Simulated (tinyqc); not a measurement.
Schottky barrier on an n-type semiconductor with a surface-enhanced doping, non-linear Poisson equation by Newton steps: one step of the calculation.

One dimension, metal at x = 0, donor density C(x) = Nd + N0 exp(-x/Ls). Energies are counted from the electron Fermi level of the semiconductor and the conduction-band edge is Ec = -psi, so n = Nc exp(psi/Vt); holes follow the Fermi level of the metal, at -V, so p = Nv exp((V - psi - Eg)/Vt). Ends: psi(0) = V - phiB and psi = Vt ln(Nd/Nc) deep inside. Boltzmann statistics, full ionisation, no current, no image force in the Poisson equation.

Task. Newton step. Solve the tridiagonal system a_(i-1) d_(i-1) + b_i d_i + a_i d_(i+1) = -F_i for nodes 1 to 9, with d = 0 on fixed nodes. Each component d is damped to sign(d) Vt ln(1 + |d|/Vt) before it is added.

Values chosen for this exercise:
- T = 300 K (temperature)

Constants: q = 1.602176634e-19 C, kB = 1.380649e-23 J/K, Vt = kB T/q. Results are converted to the units shown.

coupling a_i, interval 0 to 9 (F/cm^2): 4.5075865e-7  3.7563221e-7  3.1381931e-7  2.6096554e-7  2.2037090e-7  1.8030346e-7  1.5256447e-7  1.2713706e-7  1.0549671e-7  8.8541878e-8

```
node  diagonal b (F/cm^2)  residual F (C/cm^2)
1           -8.2639086e-7         3.7019026e-7
2           -6.8945153e-7         3.2116632e-7
3           -5.7478485e-7         2.6693067e-7
4           -4.8133643e-7         2.5041523e-7
5           -4.0067436e-7         2.6955857e-7
6           -3.3286793e-7         3.1092782e-7
7           -2.7970159e-7         3.6689976e-7
8           -2.3272742e-7         4.4026680e-7
9           -5.9296511e-7         5.0448422e-7
```

psi after iteration 1, node 0 to 10 (V): -1.4400000  -1.2554601  -1.1761765  -1.0919882  -0.9957837  -0.8850807  -0.7524658  -0.5984064  -0.4170176  -0.2056388  -0.1038897

Give: Newton step d, before damping; psi after iteration 2.

Result.

Newton step d, before damping, node 1 to 9 (V): 3.71  7.18  10.31  13.05  15.15  16.23  15.47  11.67  2.93
psi after iteration 2, node 0 to 10 (V): -1.440  -1.127  -1.031  -0.937  -0.835  -0.720  -0.586  -0.433  -0.259  -0.083  -0.104

Computed by the program tinyqc: `OMP_NUM_THREADS=1 python tinyqc.py 2020074 2020075 out.jsonl`, one thread of a shared Intel Xeon 2.30GHz, about 0.1 s for the whole run.
